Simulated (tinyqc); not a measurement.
Space-charge-limited current through a thin insulating or semi-insulating film with traps: one step, computed by the program tinyqc. Command: `OMP_NUM_THREADS=1 python tinyqc.py 3001464 3001465 out.jsonl sclc walk`. One thread of a shared host (Intel(R) Xeon(R) Processor @ 2.30GHz), about 0.01 s of CPU time with the checks.

One ohmic injecting contact at x = 0 (field zero), drift only, non-degenerate free carriers.

Problem. Equilibrium and landmark voltages. Free density n_0 = N_c exp(-E_0/k_B T) in equilibrium; trapped density n_t(n) = N_t/(1 + n_1/n), n_1 = N_c exp(-E_t/k_B T). theta = n/(n + n_t) at the anode density; trap-filled-limit voltage V_TFL = e (N_t - n_t(n_0)) d^2/(2 eps eps_0).

Inputs (values chosen for the exercise, modelled on an amorphous oxide semiconductor):

| quantity | value | unit |
|---|---|---|
| permittivity eps | 10 | - |
| effective density of states N_c | 4.9e+18 | 1/cm^3 |
| trap density N_t | 9.5e+18 | 1/cm^3 |
| equilibrium Fermi level below the band edge, E_0 | 0.86 | eV |
| thickness d | 31 | nm |
| free density at the anode, in units of N_c | 7.5e-05 | - |
| temperature T | 250 | K |
| trap level E_t below the band edge | 0.27 | eV |

Traps: single level.

Constants: k_B = 8.617333262e-05 eV/K; e = 1.602176634e-19 C; eps_0 = 8.8541878128e-12 F/m.

Give: n_0; n_t(n_0); theta; V_TFL.

Solution.

n_0 = 22.56 1/cm^3

n_t(n_0) = 1.213e+07 1/cm^3

theta = 4.054e-05

V_TFL = 8.260 V
